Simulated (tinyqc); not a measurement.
Probe couplings from its potential.

Problem. One voltage probe p sits between leads L (mu = 1) and R (mu = 0) without magnetic field: mu_p = T_pL/(T_pL + T_pR), T_eff = T_RL + T_pL T_pR/(T_pL + T_pR). Find T_pL and T_pR.

T_RL = 0.37
mu_p = 0.56896552
T_eff = 0.51224138

Solution. T_eff - T_RL equals T_pL (1 - mu_p) and also T_pR mu_p.

T_pL = 0.330
T_pR = 0.250

Numbers from tinyqc (`OMP_NUM_THREADS=1 python tinyqc.py 2700005 2700006 out.jsonl`; about 0.01 s on one thread of a shared Intel Xeon 2.30GHz).
